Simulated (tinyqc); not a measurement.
Inside a calculation. Method: tight binding, honeycomb lattice. Computed by tinyqc, a small Python program that keeps every step. Settings: t1 = 2.66, t2 = 0.39, phi = -0.06, delta = 0, points = 5. Command: `OMP_NUM_THREADS=1 python tinyqc.py 29936 29937 out.jsonl` (the two numbers bound the seeds that draw the settings). One thread of a shared host (Intel(R) Xeon(R) Processor @ 2.60GHz), about 0.01 s of CPU time with the checks.

## Bloch Hamiltonian at k

Parameters chosen for this model:
```
parameter      value                        unit
t1          2.660000                 eV, nearest
t2          0.390000       eV, second neighbours
phi        -0.060000  rad, phase of t2 (Haldane)
delta              0          eV, +/- on A and B
```

k point k (fractions of the reciprocal vectors): [0.4600, -0.4700]

H_AB = -t1 (1 + exp(-i k.a1) + exp(-i k.a2)); H_AA = delta - 2 t2 sum cos(k.b + phi), H_BB = -delta - 2 t2 sum cos(k.b - phi), b = a1, a2 - a1, -a2.

H(k) at k (eV), order A, B:
$$\begin{pmatrix}
0.7741 & 2.5293+0.1631i \\
2.5293-0.1631i & 0.8548
\end{pmatrix}$$

## Levels at k

Diagonalise the Hermitian matrix.

eigenvalues (eV): [-1.7204, 3.3493]

weights |c|^2 of the basis functions, order A, B:
$$\begin{pmatrix}
0.5080 & 0.4920 \\
0.4920 & 0.5080
\end{pmatrix}$$

## Bloch Hamiltonian at K

k point K (fractions of the reciprocal vectors): [0.3333, 0.6667]

As before.

H(k) at K (eV), order A, B:
$$\begin{pmatrix}
1.0464 & 0.0000 \\
0.0000 & 1.2894
\end{pmatrix}$$

## Levels at K

As before.

eigenvalues (eV): [1.0464, 1.2894]

weights |c|^2 of the basis functions, order A, B:
$$\begin{pmatrix}
1.0000 & 0.0000 \\
0.0000 & 1.0000
\end{pmatrix}$$

## Bands along a path

The same steps at evenly spaced points between the labelled ones.

Bands along the path (eV):
```
k            band 1  band 2
G          -10.3158  5.6442
G-K 0.25    -9.0051  5.5294
G-K 0.50    -5.7095  4.9309
G-K 0.75    -1.8830  3.4402
K            1.0464  1.2894
K-M 0.25    -0.0065  2.2087
K-M 0.50    -0.9899  2.9085
K-M 0.75    -1.6493  3.3090
M           -1.8814  3.4386
M-K' 0.25   -1.6493  3.3090
M-K' 0.50   -0.9899  2.9085
M-K' 0.75   -0.0065  2.2087
K'           1.0464  1.2894
```

With 1 band(s) filled, the highest filled level on these points lies at K and the lowest empty one at K: a gap of 0.2430 eV, direct.

## Chern number of the lower band

On a 5 x 5 mesh, the phase of the product of overlaps around each plaquette (k1 then k2); the sum over 2 pi is an integer.

plaquette phases (rad):
$$\begin{pmatrix}
0.0000 & 0.0016 & 0.0274 & -0.0047 & -0.0028 \\
0.0016 & 0.0088 & 0.1504 & 2.7498 & -0.0047 \\
0.0274 & 0.1504 & 0.0730 & 0.1504 & 0.0274 \\
-0.0047 & 2.7498 & 0.1504 & 0.0088 & 0.0016 \\
-0.0028 & -0.0047 & 0.0274 & 0.0016 & 0.0000
\end{pmatrix}$$

Chern number = 1.0000
